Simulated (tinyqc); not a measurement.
Ferroelectric switching, Landau-Khalatnikov equation: coercive field against sweep rate.

One domain: rho dP/dt = E - (2 al P + 4 be P^3), with al = -3 sqrt(3) Ec/(4 Pr), be = 3 sqrt(3) Ec/(8 Pr^3), so that the static loop has remanence Pr and coercive field Ec. With P in uC/cm^2, E in kV/cm, rho in ohm m and t in ns, dP/dt = [E - 2 al P - 4 be P^3]/(100 rho).

The field rises as E = 4 Em t/Tp (the first quarter of a triangular wave of period Tp) from P = -Pr; the dynamic coercive field Ed is E when P crosses zero.

Parameters, values chosen for the exercise; remanent polarisation and coercive field close to those of lead zirconate titanate films: remanent polarisation Pr = 33 uC/cm^2; static coercive field Ec = 75 kV/cm; viscosity of the polarisation rho = 0.51 ohm m; field amplitude Em = 140 kV/cm.

Result of one run:
```
dE/dt (kV/(cm ns))  Ed (kV/cm)  Ed/Ec - 1
0.02435                  78.88    0.05172
```

Which period Tp gave this result: 1100, 2300, 11000, 23000 or 1.1e5 ns?

Tp = 23000 ns.

The whole series:
```
Tp (ns)  dE/dt (kV/(cm ns))  Ed (kV/cm)  Ed/Ec - 1
500                   1.120       118.3     0.5771
1100                 0.5091       101.8     0.3570
2300                 0.2435       91.94     0.2258
5000                 0.1120       85.37     0.1383
11000               0.05091       81.26    0.08343
23000               0.02435       78.88    0.05172
50000               0.01120       77.34    0.03114
1.1e5              0.005091       76.39    0.01854
```

As the period grows, Ed falls from 118 to 76.4 kV/cm, towards the static Ec = 75 kV/cm. The excess Ed/Ec - 1 goes as Tp^(-0.61) between the first two rows and as Tp^(-0.66) between the last two; slow passage through a saddle-node point gives -2/3.

Program tinyqc, `OMP_NUM_THREADS=1 python tinyqc.py 2860069 2860070 out.jsonl`; Intel Xeon 2.30GHz, shared host, one thread, about 0.08 s.
